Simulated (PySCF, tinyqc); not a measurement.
Starting guesses with DIIS over 6 matrices: SCF starting guesses in the sto-6g basis, for BeH+, spin multiplicity 1. Computed by the program tinyqc with PySCF. RHF with one setting changed at a time; a run stops when the energy changes by less than 1e-09 hartree and the error matrix is below 1e-5. Starts: the lowest orbitals of the core Hamiltonian, of the Wolfsberg-Helmholz matrix (K = 1.75), projected atomic densities, random orbitals, and the highest orbitals of the core Hamiltonian (a deliberately bad start).

Geometry (angstrom):

| atom | x | y | z |
|---|---|---|---|
| Be | 0.0000 | 0.0000 | 0.0000 |
| H | 0.0000 | 0.0000 | 2.0250 |

lowest restricted solution found by these runs and by PySCF = -14.732918 hartree

Largest element of the error matrix X^T (FDS - SDF) X:

| iteration | core | Wolfsberg-Helmholz | atomic densities | random | highest core orbitals |
|---|---|---|---|---|---|
| 1 | 2.5e-01 | 1.8e-01 | 9.8e-02 | 2.7e+00 | 2.2e-02 |
| 2 | 4.0e-02 | 6.6e-02 | 1.7e-01 | 2.7e-01 | 3.9e-01 |
| 3 | 1.1e-02 | 4.9e-02 | 1.3e-01 | 1.8e-02 | 3.9e-01 |
| 4 | 3.9e-03 | 1.5e-02 | 1.5e-02 | 9.7e-03 | 3.2e-01 |
| 5 | 2.0e-04 | 5.6e-03 | 1.5e-03 | 2.2e-03 | 3.2e-01 |
| 6 | 2.1e-05 | 2.3e-03 | 1.3e-03 | 3.2e-05 | 3.1e-01 |
| 8 | 5.0e-08 | 8.4e-06 | 2.0e-06 | 1.9e-06 | 3.2e-01 |
| 10 | - | - | - | - | 5.8e-03 |
| 14 | - | - | - | - | 5.1e-08 |

How each run ends:

| run | iterations | E (hartree) | state |
|---|---|---|---|
| core | 8 | -14.73292 | lowest found |
| Wolfsberg-Helmholz | 9 | -14.73292 | lowest found |
| atomic densities | 9 | -14.73292 | lowest found |
| random | 8 | -14.73292 | lowest found |
| highest core orbitals | 14 | -14.73292 | lowest found |

What does the comparison show, and why?

5 of 5 runs reach the lowest restricted solution found, in 8 to 14 iterations (fastest: core, random). The first errors are 2e-01, 2e-01, 1e-01, 3e+00, 2e-02; the deliberately bad start has the smallest one, so a small first error does not mark a good start. The restricted reference is unstable here: a spin-polarised solution lies 0.0245 hartree lower (PySCF), so results built on it describe a poor reference.
